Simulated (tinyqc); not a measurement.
UHF in the sto-6g basis, for BeH+, spin multiplicity 1, step by step (part 1 of 2). Computed by tinyqc, a small Python program that keeps every step (integrals from PySCF). Settings: charge = 1, multiplicity = 1, basis = sto-6g, energy threshold = 1e-10, iteration cap = 77, orthogonalisation = canonical, start = core, DIIS depth = 4, shift = 0.2, method = UHF, break = 0.7. Command: `OMP_NUM_THREADS=1 python tinyqc.py 29169 29170 out.jsonl` (the two numbers bound the seeds that draw the settings). One thread of a shared host (Intel(R) Xeon(R) Processor @ 2.60GHz), about 0.1 s of CPU time with the checks. Later iterations appear only in the table of the cycle.

## One-electron integrals

Geometry (angstrom):
```
atom,x,y,z
Be,0.000000,0.000000,0.000000
H,0.000000,0.000000,2.473000
```

Basis sto-6g: exponents (1/bohr^2) and contraction coefficients of normalised primitives:
```
element,l (shell),exponent,coefficient
Be,s (1),312.870494,0.009164
Be,s (1),57.364463,0.049361
Be,s (1),16.048509,0.168538
Be,s (1),5.513096,0.370563
Be,s (1),2.140897,0.416492
Be,s (1),0.881739,0.130334
Be,s (2),13.633247,-0.013253
Be,s (2),2.698375,-0.046992
Be,s (2),0.838653,-0.033785
Be,s (2),0.322660,0.250242
Be,s (2),0.140131,0.595117
Be,s (2),0.064233,0.240706
Be,p (3),13.633247,0.003760
Be,p (3),2.698375,0.037679
Be,p (3),0.838653,0.173897
Be,p (3),0.322660,0.418036
Be,p (3),0.140131,0.425860
Be,p (3),0.064233,0.101708
H,s (1),35.523221,0.009164
H,s (1),6.513144,0.049361
H,s (1),1.822143,0.168538
H,s (1),0.625955,0.370563
H,s (1),0.243077,0.416492
H,s (1),0.100112,0.130334
```

Overlap, kinetic and nuclear-attraction integrals over the contracted functions; the nuclear repulsion is the sum of Za Zb / Rab.

nuclear repulsion = 0.85592756 hartree

overlap S, lower triangle:
```
,1Be 1s,1Be 2s,1Be 2px,1Be 2py,1Be 2pz,2H 1s
1Be 1s,1.000000
1Be 2s,0.254764,1.000000
1Be 2px,0.000000,0.000000,1.000000
1Be 2py,0.000000,0.000000,0.000000,1.000000
1Be 2pz,0.000000,0.000000,0.000000,0.000000,1.000000
2H 1s,0.005489,0.130224,0.000000,0.000000,0.183640,1.000000
```

kinetic energy T (hartree), lower triangle:
```
,1Be 1s,1Be 2s,1Be 2px,1Be 2py,1Be 2pz,2H 1s
1Be 1s,6.768753
1Be 2s,-0.207382,0.220121
1Be 2px,0.000000,0.000000,0.661265
1Be 2py,0.000000,0.000000,0.000000,0.661265
1Be 2pz,0.000000,0.000000,0.000000,0.000000,0.661265
2H 1s,-0.002650,-0.006959,0.000000,0.000000,0.005224,0.768522
```

nuclear attraction V (hartree), lower triangle:
```
,1Be 1s,1Be 2s,1Be 2px,1Be 2py,1Be 2pz,2H 1s
1Be 1s,-14.928773
1Be 2s,-1.705248,-2.513657
1Be 2px,0.000000,0.000000,-2.502879
1Be 2py,0.000000,0.000000,0.000000,-2.502879
1Be 2pz,-0.005566,-0.056743,0.000000,0.000000,-2.534910
2H 1s,-0.038975,-0.245058,0.000000,0.000000,-0.338262,-2.095434
```

core Hamiltonian H = T + V (hartree), lower triangle:
```
,1Be 1s,1Be 2s,1Be 2px,1Be 2py,1Be 2pz,2H 1s
1Be 1s,-8.160020
1Be 2s,-1.912631,-2.293536
1Be 2px,0.000000,0.000000,-1.841613
1Be 2py,0.000000,0.000000,0.000000,-1.841613
1Be 2pz,-0.005566,-0.056743,0.000000,0.000000,-1.873645
2H 1s,-0.041625,-0.252017,0.000000,0.000000,-0.333038,-1.326912
```

## Two-electron integrals

Functions are numbered as in S; the eight-fold symmetry (ij|kl) = (ji|kl) = (kl|ij) leaves the list below.

Two-electron integrals (ij|kl) in chemists' order, unique and non-zero (hartree):
```
i,j,k,l,(ij|kl)
1,1,1,1,2.299996
2,1,1,1,0.361879
2,1,2,1,0.071926
2,2,1,1,0.570332
2,2,2,1,0.139654
2,2,2,2,0.417773
3,1,3,1,0.015252
3,2,3,1,0.022555
3,2,3,2,0.092340
3,3,1,1,0.570332
3,3,2,1,0.139654
3,3,2,2,0.417773
3,3,3,3,0.450117
4,1,4,1,0.015252
4,2,4,1,0.022555
4,2,4,2,0.092340
4,3,4,3,0.024258
4,4,1,1,0.570332
4,4,2,1,0.139654
4,4,2,2,0.417773
4,4,3,3,0.401601
4,4,4,4,0.450117
5,1,5,1,0.015252
5,2,5,1,0.022555
5,2,5,2,0.092340
5,3,5,3,0.024258
5,4,5,4,0.024258
5,5,1,1,0.570332
5,5,2,1,0.139654
5,5,2,2,0.417773
5,5,3,3,0.401601
5,5,4,4,0.401601
5,5,5,5,0.450117
6,1,1,1,0.007785
6,1,2,1,0.001515
6,1,2,2,0.002971
6,1,3,3,0.002947
6,1,4,4,0.002947
6,1,5,1,0.000151
6,1,5,2,0.000306
6,1,5,5,0.003020
6,1,6,1,0.000034
6,2,1,1,0.042375
6,2,2,1,0.010682
6,2,2,2,0.038198
6,2,3,3,0.036638
6,2,4,4,0.036638
6,2,5,1,0.001322
6,2,5,2,0.009989
6,2,5,5,0.041319
6,2,6,1,0.000253
6,2,6,2,0.007595
6,3,3,1,0.000644
6,3,3,2,0.003617
6,3,5,3,0.001368
6,3,6,3,0.000411
6,4,4,1,0.000644
6,4,4,2,0.003617
6,4,5,4,0.001368
6,4,6,4,0.000411
6,5,1,1,0.055012
6,5,2,1,0.013957
6,5,2,2,0.051397
6,5,3,3,0.048740
6,5,4,4,0.048740
6,5,5,1,0.002080
6,5,5,2,0.015483
6,5,5,5,0.056709
6,5,6,1,0.000338
6,5,6,2,0.011296
6,5,6,5,0.016958
6,6,1,1,0.213965
6,6,2,1,0.054507
6,6,2,2,0.212820
6,6,3,3,0.202797
6,6,4,4,0.202797
6,6,5,1,0.005558
6,6,5,2,0.055505
6,6,5,5,0.232864
6,6,6,1,0.001281
6,6,6,2,0.062840
6,6,6,5,0.096996
6,6,6,6,0.774999
```

## Orthogonalisation

S = U s U^T; canonical form X = U s^(-1/2), so that X^T S X = 1. Each column of U has its largest component positive (the first on a tie).

eigenvalues of S: 0.699810  0.842817  1.000000  1.000000  1.151816  1.305557

X:
```
,1,2,3,4,5,6
1Be 1s,-0.657260,0.486734,0.000000,0.000000,-0.411853,0.481468
1Be 2s,0.785775,-0.287255,0.000000,0.000000,-0.256347,0.568989
1Be 2px,0.000000,0.000000,0.137485,0.990504,0.000000,0.000000
1Be 2py,0.000000,0.000000,0.990504,-0.137485,0.000000,0.000000
1Be 2pz,0.321485,0.707418,0.000000,0.000000,0.613133,0.236283
2H 1s,-0.525522,-0.605501,0.000000,0.000000,0.506879,0.393150
```

Within a degenerate level the vectors are fixed only up to a rotation; this is one choice.

## Starting guess

The start is the orbitals of the core Hamiltonian, with HOMO and LUMO mixed by +/-0.7 rad for the two spins; D(s) = C_occ C_occ^T for each spin.

D(alpha) at the start, lower triangle:
```
,1Be 1s,1Be 2s,1Be 2px,1Be 2py,1Be 2pz,2H 1s
1Be 1s,1.024368
1Be 2s,-0.074312,0.197467
1Be 2px,0.000000,0.000000,0.000000
1Be 2py,0.000000,0.000000,0.000000,0.000000
1Be 2pz,-0.092502,0.404766,0.000000,0.000000,0.833276
2H 1s,0.007294,-0.018887,0.000000,0.000000,-0.038703,0.001806
```

D(beta) at the start, lower triangle:
```
,1Be 1s,1Be 2s,1Be 2px,1Be 2py,1Be 2pz,2H 1s
1Be 1s,1.065889
1Be 2s,-0.256947,1.000799
1Be 2px,0.000000,0.000000,0.000000
1Be 2py,0.000000,0.000000,0.000000,0.000000
1Be 2pz,0.059219,-0.259832,0.000000,0.000000,0.067515
2H 1s,0.008408,-0.023872,0.000000,0.000000,0.006181,0.000575
```

## Iteration 1: building the Fock matrix

J_ij = sum D_kl (ij|kl) with D = D(alpha) + D(beta), K_ij = sum D_kl (ik|jl) for each spin; F = H + J - K(s); E = tr D H + tr D J / 2 - 0.5 sum_s tr D(s) K(s) + E_nn.

Coulomb J (hartree), lower triangle:
```
,1Be 1s,1Be 2s,1Be 2px,1Be 2py,1Be 2pz,2H 1s
1Be 1s,5.758541
1Be 2s,1.000265,1.970536
1Be 2px,0.000000,0.000000,1.956252
1Be 2py,0.000000,0.000000,0.000000,1.956252
1Be 2pz,0.005292,0.023545,0.000000,0.000000,1.999109
2H 1s,0.021589,0.166071,0.000000,0.000000,0.220935,0.881829
```

exchange K(alpha) (hartree), lower triangle:
```
,1Be 1s,1Be 2s,1Be 2px,1Be 2py,1Be 2pz,2H 1s
1Be 1s,2.329214
1Be 2s,0.369341,0.210318
1Be 2px,0.000000,0.000000,0.050486
1Be 2py,0.000000,0.000000,0.000000,0.050486
1Be 2pz,0.011425,0.188246,0.000000,0.000000,0.400663
2H 1s,0.009939,0.038274,0.000000,0.000000,0.061068,0.016246
```

exchange K(beta) (hartree), lower triangle:
```
,1Be 1s,1Be 2s,1Be 2px,1Be 2py,1Be 2pz,2H 1s
1Be 1s,2.338646
1Be 2s,0.362039,0.427723
1Be 2px,0.000000,0.000000,0.098572
1Be 2py,0.000000,0.000000,0.000000,0.098572
1Be 2pz,-0.007314,-0.123917,0.000000,0.000000,0.127475
2H 1s,0.007678,0.017923,0.000000,0.000000,-0.000834,0.001487
```

F(alpha) (hartree), lower triangle:
```
,1Be 1s,1Be 2s,1Be 2px,1Be 2py,1Be 2pz,2H 1s
1Be 1s,-4.730694
1Be 2s,-1.281706,-0.533317
1Be 2px,0.000000,0.000000,0.064152
1Be 2py,0.000000,0.000000,0.000000,0.064152
1Be 2pz,-0.011698,-0.221443,0.000000,0.000000,-0.275199
2H 1s,-0.029974,-0.124220,0.000000,0.000000,-0.173172,-0.461330
```

F(beta) (hartree), lower triangle:
```
,1Be 1s,1Be 2s,1Be 2px,1Be 2py,1Be 2pz,2H 1s
1Be 1s,-4.740126
1Be 2s,-1.274404,-0.750723
1Be 2px,0.000000,0.000000,0.016066
1Be 2py,0.000000,0.000000,0.000000,0.016066
1Be 2pz,0.007040,0.090720,0.000000,0.000000,-0.002011
2H 1s,-0.027714,-0.103869,0.000000,0.000000,-0.111269,-0.446570
```

total energy of this density = -14.41685850 hartree

## Iteration 1: diagonalisation and new density

A level shift of 0.2 hartree raises the virtual space: F + shift (S - S D(s) S), with D(s) the density of one spin. Diagonalise F' = X^T F X, C = X C', fill 2 alpha and 2 beta electrons from the bottom; D(s) = C_occ C_occ^T. Each column has its largest component positive (the first on a tie).

F' = X^T F X (alpha) (hartree), lower triangle:
```
,1,2,3,4,5,6
1,-1.069846
2,0.724911,-0.778279
3,0.000000,0.000000,0.264152
4,0.000000,0.000000,0.000000,0.264152
5,-1.122796,0.999119,0.000000,0.000000,-1.218794
6,1.264636,-1.273465,0.000000,0.000000,1.189030,-2.149863
```

orbital energies (alpha) (hartree): MO1 -4.731835, MO2 -0.491770, MO3 -0.175426, MO4 0.182250, MO5 0.264152, MO6 0.264152

coefficients C (alpha):
```
,MO1,MO2,MO3,MO4,MO5,MO6
1Be 1s,0.995566,-0.144772,0.092268,-0.222959,0.000000,0.000000
1Be 2s,0.016892,0.515978,-0.359062,0.833052,0.000000,0.000000
1Be 2px,0.000000,0.000000,0.000000,0.000000,0.952365,0.304960
1Be 2py,0.000000,0.000000,0.000000,0.000000,-0.304960,0.952365
1Be 2pz,0.004444,0.704588,-0.434587,-0.591798,0.000000,0.000000
2H 1s,-0.001649,0.345282,0.966575,0.028429,0.000000,0.000000
```

F' = X^T F X (beta) (hartree), lower triangle:
```
,1,2,3,4,5,6
1,-1.090612
2,1.046065,-0.830596
3,0.000000,0.000000,0.216066
4,0.000000,0.000000,0.000000,0.216066
5,-0.815939,0.995985,0.000000,0.000000,-1.173894
6,1.294755,-0.992805,0.000000,0.000000,1.478041,-2.087504
```

orbital energies (beta) (hartree): MO1 -4.741239, MO2 -0.457253, MO3 -0.240835, MO4 0.216066, MO5 0.216066, MO6 0.256721

coefficients C (beta):
```
,MO1,MO2,MO3,MO4,MO5,MO6
1Be 1s,0.995626,-0.268970,0.045312,0.000000,0.000000,-0.068300
1Be 2s,0.016682,0.991000,-0.188644,0.000000,0.000000,0.267347
1Be 2px,0.000000,0.000000,0.000000,0.977756,0.209745,0.000000
1Be 2py,0.000000,0.000000,0.000000,-0.209745,0.977756,0.000000
1Be 2pz,-0.001966,-0.215620,0.124126,0.000000,0.000000,0.986738
2H 1s,-0.001204,0.118508,0.976874,0.000000,0.000000,-0.293204
```

D(alpha) after iteration 1, lower triangle:
```
,1Be 1s,1Be 2s,1Be 2px,1Be 2py,1Be 2pz,2H 1s
1Be 1s,1.012110
1Be 2s,-0.057882,0.266519
1Be 2px,0.000000,0.000000,0.000000
1Be 2py,0.000000,0.000000,0.000000,0.000000
1Be 2pz,-0.097581,0.363627,0.000000,0.000000,0.496464
2H 1s,-0.051629,0.178130,0.000000,0.000000,0.243274,0.119222
```

D(beta) after iteration 1, lower triangle:
```
,1Be 1s,1Be 2s,1Be 2px,1Be 2py,1Be 2pz,2H 1s
1Be 1s,1.063616
1Be 2s,-0.249940,0.982359
1Be 2px,0.000000,0.000000,0.000000
1Be 2py,0.000000,0.000000,0.000000,0.000000
1Be 2pz,0.056038,-0.213712,0.000000,0.000000,0.046496
2H 1s,-0.033074,0.117421,0.000000,0.000000,-0.025550,0.014046
```

Within a degenerate level the vectors are fixed only up to a rotation; this is one choice.

## Iteration 2: building the Fock matrix

As before.

Coulomb J (hartree), lower triangle:
```
,1Be 1s,1Be 2s,1Be 2px,1Be 2py,1Be 2pz,2H 1s
1Be 1s,5.649513
1Be 2s,0.976518,1.919276
1Be 2px,0.000000,0.000000,1.907086
1Be 2py,0.000000,0.000000,0.000000,1.907086
1Be 2pz,0.007898,0.045804,0.000000,0.000000,1.943659
2H 1s,0.021119,0.172148,0.000000,0.000000,0.231976,1.001425
```

exchange K(alpha) (hartree), lower triangle:
```
,1Be 1s,1Be 2s,1Be 2px,1Be 2py,1Be 2pz,2H 1s
1Be 1s,2.312511
1Be 2s,0.378097,0.232090
1Be 2px,0.000000,0.000000,0.051416
1Be 2py,0.000000,0.000000,0.000000,0.051416
1Be 2pz,0.002815,0.194973,0.000000,0.000000,0.295817
2H 1s,0.009685,0.099718,0.000000,0.000000,0.134966,0.180443
```

exchange K(beta) (hartree), lower triangle:
```
,1Be 1s,1Be 2s,1Be 2px,1Be 2py,1Be 2pz,2H 1s
1Be 1s,2.336616
1Be 2s,0.362727,0.429249
1Be 2px,0.000000,0.000000,0.097528
1Be 2py,0.000000,0.000000,0.000000,0.097528
1Be 2pz,-0.002126,-0.094518,0.000000,0.000000,0.117425
2H 1s,0.006947,0.047369,0.000000,0.000000,0.002978,0.023969
```

F(alpha) (hartree), lower triangle:
```
,1Be 1s,1Be 2s,1Be 2px,1Be 2py,1Be 2pz,2H 1s
1Be 1s,-4.823018
1Be 2s,-1.314210,-0.606350
1Be 2px,0.000000,0.000000,0.014057
1Be 2py,0.000000,0.000000,0.000000,0.014057
1Be 2pz,-0.000483,-0.205912,0.000000,0.000000,-0.225803
2H 1s,-0.030191,-0.179587,0.000000,0.000000,-0.236028,-0.505930
```

F(beta) (hartree), lower triangle:
```
,1Be 1s,1Be 2s,1Be 2px,1Be 2py,1Be 2pz,2H 1s
1Be 1s,-4.847123
1Be 2s,-1.298840,-0.803509
1Be 2px,0.000000,0.000000,-0.032056
1Be 2py,0.000000,0.000000,0.000000,-0.032056
1Be 2pz,0.004458,0.083579,0.000000,0.000000,-0.047411
2H 1s,-0.027453,-0.127238,0.000000,0.000000,-0.104039,-0.349457
```

total energy of this density = -14.57994967 hartree

## Iteration 2: DIIS over 2 matrices

error matrix X^T (FDS - SDF) X (alpha):
```
,1,2,3,4,5,6
1,0.000000,-0.048338,0.000000,0.000000,0.049560,0.055254
2,0.048338,0.000000,0.000000,0.000000,0.078219,0.116024
3,0.000000,0.000000,0.000000,0.000000,0.000000,0.000000
4,0.000000,0.000000,0.000000,0.000000,0.000000,0.000000
5,-0.049560,-0.078219,0.000000,0.000000,0.000000,0.032876
6,-0.055254,-0.116024,0.000000,0.000000,-0.032876,0.000000
```

B (overlaps of the stored error matrices):
```
,1,2
1,1.2808292e-01,6.0743643e-02
2,6.0743643e-02,5.9503340e-02
```

Minimise |sum c_i e_i|^2 with sum c_i = 1: solve [B -1; -1 0][c; lambda] = [0; -1] with B_ij = tr e_i^T e_j summed over both spins, and take F = sum c_i F_i.

DIIS coefficients: -0.018764  1.018764

extrapolated F(alpha) (hartree), lower triangle:
```
,1Be 1s,1Be 2s,1Be 2px,1Be 2py,1Be 2pz,2H 1s
1Be 1s,-4.824750
1Be 2s,-1.314820,-0.607720
1Be 2px,0.000000,0.000000,0.013117
1Be 2py,0.000000,0.000000,0.000000,0.013117
1Be 2pz,-0.000273,-0.205621,0.000000,0.000000,-0.224876
2H 1s,-0.030195,-0.180626,0.000000,0.000000,-0.237207,-0.506767
```

extrapolated F(beta) (hartree), lower triangle:
```
,1Be 1s,1Be 2s,1Be 2px,1Be 2py,1Be 2pz,2H 1s
1Be 1s,-4.849130
1Be 2s,-1.299298,-0.804500
1Be 2px,0.000000,0.000000,-0.032959
1Be 2py,0.000000,0.000000,0.000000,-0.032959
1Be 2pz,0.004410,0.083445,0.000000,0.000000,-0.048263
2H 1s,-0.027448,-0.127677,0.000000,0.000000,-0.103903,-0.347634
```

## Iteration 2: diagonalisation and new density

As before.

F' = X^T F X (alpha) (hartree), lower triangle:
```
,1,2,3,4,5,6
1,-1.029005
2,0.842577,-0.716257
3,0.000000,0.000000,0.213117
4,0.000000,0.000000,0.000000,0.213117
5,-1.115404,1.080136,0.000000,0.000000,-1.294721
6,1.278976,-1.206183,0.000000,0.000000,1.177043,-2.294109
```

orbital energies (alpha) (hartree): MO1 -4.826480, MO2 -0.613328, MO3 -0.065745, MO4 0.171461, MO5 0.213117, MO6 0.213117

coefficients C (alpha):
```
,MO1,MO2,MO3,MO4,MO5,MO6
1Be 1s,0.994688,-0.135559,0.176035,0.177666,0.000000,0.000000
1Be 2s,0.020145,0.479104,-0.662887,-0.648116,0.000000,0.000000
1Be 2px,0.000000,0.000000,0.000000,0.000000,0.942489,-0.334237
1Be 2py,0.000000,0.000000,0.000000,0.000000,0.334237,0.942489
1Be 2pz,0.001279,0.505873,-0.429087,0.771706,0.000000,0.000000
2H 1s,-0.001446,0.589197,0.821331,-0.180438,0.000000,0.000000
```

F' = X^T F X (beta) (hartree), lower triangle:
```
,1,2,3,4,5,6
1,-1.095314
2,1.101216,-0.864354
3,0.000000,0.000000,0.167041
4,0.000000,0.000000,0.000000,0.167041
5,-0.897671,0.975618,0.000000,0.000000,-1.163862
6,1.273051,-1.024174,0.000000,0.000000,1.517620,-2.160420
```

orbital energies (beta) (hartree): MO1 -4.850147, MO2 -0.516618, MO3 -0.132840, MO4 0.167041, MO5 0.167041, MO6 0.215656

coefficients C (beta):
```
,MO1,MO2,MO3,MO4,MO5,MO6
1Be 1s,0.995851,-0.264097,0.063085,0.000000,0.000000,-0.069913
1Be 2s,0.015859,0.975021,-0.253659,0.000000,0.000000,0.272323
1Be 2px,0.000000,0.000000,0.000000,0.911684,0.410891,0.000000
1Be 2py,0.000000,0.000000,0.000000,-0.410891,0.911684,0.000000
1Be 2pz,-0.000988,-0.186025,0.226048,0.000000,0.000000,0.974603
2H 1s,-0.001423,0.199383,0.933942,0.000000,0.000000,-0.377219
```

D(alpha) after iteration 2, lower triangle:
```
,1Be 1s,1Be 2s,1Be 2px,1Be 2py,1Be 2pz,2H 1s
1Be 1s,1.007781
1Be 2s,-0.044909,0.229947
1Be 2px,0.000000,0.000000,0.000000
1Be 2py,0.000000,0.000000,0.000000,0.000000
1Be 2pz,-0.067304,0.242392,0.000000,0.000000,0.255909
2H 1s,-0.081309,0.282258,0.000000,0.000000,0.298057,0.347155
```

D(beta) after iteration 2, lower triangle:
```
,1Be 1s,1Be 2s,1Be 2px,1Be 2py,1Be 2pz,2H 1s
1Be 1s,1.061467
1Be 2s,-0.241707,0.950918
1Be 2px,0.000000,0.000000,0.000000
1Be 2py,0.000000,0.000000,0.000000,0.000000
1Be 2pz,0.048145,-0.181394,0.000000,0.000000,0.034606
2H 1s,-0.054074,0.194380,0.000000,0.000000,-0.037089,0.039756
```

Within a degenerate level the vectors are fixed only up to a rotation; this is one choice.

## Iteration 3: building the Fock matrix

As before.

Coulomb J (hartree), lower triangle:
```
,1Be 1s,1Be 2s,1Be 2px,1Be 2py,1Be 2pz,2H 1s
1Be 1s,5.540779
1Be 2s,0.951218,1.859583
1Be 2px,0.000000,0.000000,1.848141
1Be 2py,0.000000,0.000000,0.000000,1.848141
1Be 2pz,0.006623,0.049397,0.000000,0.000000,1.882471
2H 1s,0.020563,0.177221,0.000000,0.000000,0.241866,1.147059
```

exchange K(alpha) (hartree), lower triangle:
```
,1Be 1s,1Be 2s,1Be 2px,1Be 2py,1Be 2pz,2H 1s
1Be 1s,2.305521
1Be 2s,0.374595,0.208056
1Be 2px,0.000000,0.000000,0.043681
1Be 2py,0.000000,0.000000,0.000000,0.043681
1Be 2pz,0.001084,0.149666,0.000000,0.000000,0.197861
2H 1s,0.009113,0.127065,0.000000,0.000000,0.156823,0.373659
```

exchange K(beta) (hartree), lower triangle:
```
,1Be 1s,1Be 2s,1Be 2px,1Be 2py,1Be 2pz,2H 1s
1Be 1s,2.335092
1Be 2s,0.362695,0.422556
1Be 2px,0.000000,0.000000,0.095184
1Be 2py,0.000000,0.000000,0.000000,0.095184
1Be 2pz,-0.001617,-0.075274,0.000000,0.000000,0.110932
2H 1s,0.006675,0.064622,0.000000,0.000000,0.008426,0.051563
```

F(alpha) (hartree), lower triangle:
```
,1Be 1s,1Be 2s,1Be 2px,1Be 2py,1Be 2pz,2H 1s
1Be 1s,-4.924762
1Be 2s,-1.336008,-0.642009
1Be 2px,0.000000,0.000000,-0.037153
1Be 2py,0.000000,0.000000,0.000000,-0.037153
1Be 2pz,-0.000027,-0.157012,0.000000,0.000000,-0.189035
2H 1s,-0.030175,-0.201861,0.000000,0.000000,-0.247995,-0.553512
```

F(beta) (hartree), lower triangle:
```
,1Be 1s,1Be 2s,1Be 2px,1Be 2py,1Be 2pz,2H 1s
1Be 1s,-4.954333
1Be 2s,-1.324107,-0.856509
1Be 2px,0.000000,0.000000,-0.088656
1Be 2py,0.000000,0.000000,0.000000,-0.088656
1Be 2pz,0.002674,0.067928,0.000000,0.000000,-0.102106
2H 1s,-0.027736,-0.139418,0.000000,0.000000,-0.099598,-0.231416
```

total energy of this density = -14.66542284 hartree

## Iteration 3: DIIS over 3 matrices

error matrix X^T (FDS - SDF) X (alpha):
```
,1,2,3,4,5,6
1,0.000000,-0.030420,0.000000,0.000000,0.036671,0.052319
2,0.030420,0.000000,0.000000,0.000000,0.060272,0.066703
3,0.000000,0.000000,0.000000,0.000000,0.000000,0.000000
4,0.000000,0.000000,0.000000,0.000000,0.000000,0.000000
5,-0.036671,-0.060272,0.000000,0.000000,0.000000,0.009294
6,-0.052319,-0.066703,0.000000,0.000000,-0.009294,0.000000
```

B (overlaps of the stored error matrices), lower triangle:
```
,1,2,3
1,1.2808292e-01
2,6.0743643e-02,5.9503340e-02
3,3.1588004e-02,3.8022417e-02,2.7346497e-02
```

As before.

DIIS coefficients: 0.231129  -1.383352  2.152223

extrapolated F(alpha) (hartree), lower triangle:
```
,1Be 1s,1Be 2s,1Be 2px,1Be 2py,1Be 2pz,2H 1s
1Be 1s,-5.020655
1Be 2s,-1.353611,-0.666216
1Be 2px,0.000000,0.000000,-0.084579
1Be 2py,0.000000,0.000000,0.000000,-0.084579
1Be 2pz,-0.002093,-0.104257,0.000000,0.000000,-0.158087
2H 1s,-0.030106,-0.214728,0.000000,0.000000,-0.247256,-0.598028
```

extrapolated F(beta) (hartree), lower triangle:
```
,1Be 1s,1Be 2s,1Be 2px,1Be 2py,1Be 2pz,2H 1s
1Be 1s,-5.053133
1Be 2s,-1.347573,-0.905376
1Be 2px,0.000000,0.000000,-0.142749
1Be 2py,0.000000,0.000000,0.000000,-0.142749
1Be 2pz,0.001214,0.051544,0.000000,0.000000,-0.154634
2H 1s,-0.028123,-0.148050,0.000000,0.000000,-0.096153,-0.117853
```
